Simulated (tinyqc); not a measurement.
Crystallisation kinetics and data retention of a phase-change cell: two steps of the calculation.

Johnson-Mehl-Avrami-Kolmogorov law X = 1 - exp(-y^n), y = integral of k dt, k = (1/100 s) exp[-(Ec q/kB)(1/T - 1/T1)].

Parameters, values chosen for the exercise; values of the order of Ge-Sb-Te and related chalcogenides:
- Ec = 3.13 eV (activation energy of crystallisation)
- T1 = 468 K (temperature at which the rate k is 1/(100 s))
- n = 4 (Avrami exponent)
- Xf = 0.2 (crystalline share at which the state is lost)
- T = 369 K (storage temperature)
- b = 1 K/min (heating rate)
- Ta = 425 K (start of the ramp table)
- dT = 5 K (step of the table)
- m = 10 (steps)

Constants: q = 1.602176634e-19 C, kB = 1.380649e-23 J/K. Results are converted to the units shown.

Problem 1. Retention. At fixed T the state fails at t = (-ln(1 - Xf))^(1/n)/k; ten years are 3.15576e8 s.

Find: k; y at failure; time to fail; the same in years; temperature for ten years.

Solution 1.

k = 9.055e-12 1/s
y at failure = 0.6873
time to fail = 7.591e10 s
the same in years = 2405
temperature for ten years = 390.8 K

The cell meets ten years at 369 K.

Problem 2. A heating ramp. T rises at the rate b. Start with y = k (kB Ta^2/(q Ec))/b, the integral from cold to Ta to leading order; over each step k is taken as exponential in T, so y gains (dT/b)(k2 - k1)/ln(k2/k1). dX/dt = n y^(n - 1) k exp(-y^n), listed as 0 once y^n exceeds 23.

Give: T; k; y; X; dX/dt.

Solution 2.

```
point  T (K)   k (1/s)         y          X  dX/dt (1/s)
0        425  3.888e-6  0.001160  1.811e-12    2.428e-14
1        430  1.050e-5  0.003157  9.933e-11    1.322e-12
2        435  2.773e-5  0.008480   5.172e-9    6.765e-11
3        440  7.162e-5   0.02236   2.499e-7     3.202e-9
4        445  1.811e-4   0.05776   1.113e-5     1.396e-7
5        450  4.485e-4    0.1462   4.570e-4     5.605e-6
6        455  0.001089    0.3628    0.01718     2.044e-4
7        460  0.002593    0.8829     0.4553     0.003888
8        465  0.006061     2.108      1.000    5.989e-10
9        470   0.01391     4.943      1.000            0
10       475   0.03139     11.39      1.000            0
```

Range of the model: One Arrhenius rate is assumed; incubation, growth from the boundary and the non-Arrhenius kinetics of the supercooled liquid are left out.

Program tinyqc, `OMP_NUM_THREADS=1 python tinyqc.py 2490036 2490037 out.jsonl`; Intel Xeon 2.30GHz, shared host, one thread, about 0.04 s.
